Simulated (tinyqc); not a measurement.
## Area and perimeter leakage from two diodes

Question. A square diode and a finger diode leak I = JA area + JP perimeter. Find JA, JP and the side of the square at which both parts are equal.

areas (um^2): 40000  57000
perimeters (um): 800  23370
leakage currents (pA): 0.7  14.335500

Answer. Two linear equations give JA and JP; for a square of side a, JA a^2 = 4 JP a at a = 4 JP/JA.

JA = 5.500e-10 A/cm^2
JP = 6.000e-12 A/cm
side for equal parts = 436.4 um

Program tinyqc, `OMP_NUM_THREADS=1 python tinyqc.py 2290092 2290093 out.jsonl`; Intel Xeon 2.30GHz, shared host, one thread, about 0.01 s.
